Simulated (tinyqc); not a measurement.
Holstein polaron on two sites: one step, computed by the program tinyqc. Command: `OMP_NUM_THREADS=1 python tinyqc.py 3012437 3012438 out.jsonl holstein walk`. One thread of a shared host (Intel(R) Xeon(R) Processor @ 2.30GHz), about 0.01 s of CPU time with the checks.

One electron on sites 1 and 2: H = -t (c1+ c2 + c2+ c1) + hbar omega sum_i b_i+ b_i - g hbar omega sum_i n_i (b_i + b_i+). The symmetric phonon shifts the energy by -g^2 hbar omega/2 and drops out; with b = (b_1 - b_2)/sqrt(2) there remains H = -t sigma_x + hbar omega b+ b - (g hbar omega/sqrt(2)) sigma_z (b + b+). Parity splits it into blocks p = +1 and -1 over phonon numbers n. Zero-point energies are left out. Weights Z refer to mode b alone; the displaced symmetric mode multiplies the full zero-phonon weight by exp(-g^2/2).

Task: The even block in a small basis. Block p: H_nn = n hbar omega - p t (-1)^n - g^2 hbar omega/2, H_(n,n+1) = -(g hbar omega/sqrt(2)) sqrt(n + 1). Take p = +1 and n = 0..N-1.

Inputs (values chosen for the exercise, for a model dimer):
```
quantity                  value  unit
hopping t                   9.6   meV
phonon energy hbar omega   27.7   meV
coupling g                0.478     -
phonon levels kept N          6     -
```

Give: H, even block.

Result:

H, even block (meV):
```
       1      2      3      4      5      6
1  -12.8   -9.4    0.0    0.0    0.0    0.0
2   -9.4   34.1  -13.2    0.0    0.0    0.0
3    0.0  -13.2   42.6  -16.2    0.0    0.0
4    0.0    0.0  -16.2   89.5  -18.7    0.0
5    0.0    0.0    0.0  -18.7   98.0  -20.9
6    0.0    0.0    0.0    0.0  -20.9  144.9
```
